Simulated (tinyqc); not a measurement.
# Abrupt p-n junction, non-linear Poisson equation by Newton steps: effect of temperature

One dimension, p side on the left, n side on the right; net doping C = -Na for x < 0 and +Nd for x > 0. The potential psi is counted from the intrinsic level, and the quasi-Fermi potentials are flat: 0 for holes and -V for electrons, so n = ni exp((psi + V)/Vt) and p = ni exp(-psi/Vt) (Boltzmann statistics, full ionisation, no current).

Nc and Nv are given at 350 K and scale as (T/350 K)^1.5; Eg and eps_r are held fixed and ionisation stays complete. ni = sqrt(Nc Nv) exp(-Eg/(2 Vt)), Eg in volts. Depletion approximation: Vbi = Vt ln(Na Nd/ni^2), W = sqrt(2 eps0 eps_r (Vbi - V)(1/Na + 1/Nd)/q), xp = W Nd/(Na + Nd), xn = W Na/(Na + Nd), peak field 2 (Vbi - V)/W, capacitance eps0 eps_r/W. Exact first integral for an abrupt junction with thick neutral sides: psi_p = -Vt ln(Na/ni), psi_n = Vt ln(Nd/ni) - V, psi_j = (Nd psi_n + Na psi_p - Vt (Nd - Na))/(Na + Nd) at the junction, n_j = ni exp((psi_j + V)/Vt), p_j = ni exp(-psi_j/Vt), and E_j^2 = (2 q/(eps0 eps_r)) [Nd (psi_n - psi_j - Vt) + Vt (n_j + p_j)] (minority densities of the neutral sides neglected).

Inputs (values chosen for the exercise); band and dielectric values close to those of silicon: band gap Eg = 1.11 eV; relative permittivity eps_r = 11.5; conduction-band density of states at the reference temperature Nc = 3.52e19 cm^-3; valence-band density of states at the reference temperature Nv = 3.3e19 cm^-3; acceptor density of the p side Na = 1.3e17 cm^-3; donor density of the n side Nd = 1.2e18 cm^-3; bias of the p side against the n side V = 0 V.

Constants: q = 1.602176634e-19 C, kB = 1.380649e-23 J/K, Vt = kB T/q, eps0 = 8.8541878128e-14 F/cm where lengths are in cm. Results are converted to the units shown.

The same in every row: share of W on the n side (%) = 9.774.

Effect of temperature:
```
T (K)  ni (cm^-3)  Vbi (V)  W (nm)  peak field, depletion (kV/cm)  peak field, exact (kV/cm)
200       1.523e5   0.9853   103.3                          190.7                      187.4
240       4.288e7   0.9490   101.4                          187.2                      183.1
280       2.498e9   0.9110   99.36                          183.4                      178.7
320      5.411e10   0.8716   97.18                          179.4                      174.2
360      6.043e11   0.8308   94.88                          175.1                      169.6
400      4.235e12   0.7889   92.46                          170.6                      164.9
440      2.112e13   0.7459   89.91                          165.9                      160.2
480      8.148e13   0.7020   87.22                          161.0                      155.5
```

ni rises from 1.52e5 to 8.15e13 cm^-3, while Vbi falls from 0.985 to 0.702 V, on average -1.01 mV/K; W falls from 103 to 87.2 nm. The depletion field is 1.8 % above the exact one in the first row and 3.5 % above it in the last.

Numbers from tinyqc (`OMP_NUM_THREADS=1 python tinyqc.py 2000147 2000148 out.jsonl`; about 0.01 s on one thread of a shared Intel Xeon 2.30GHz).
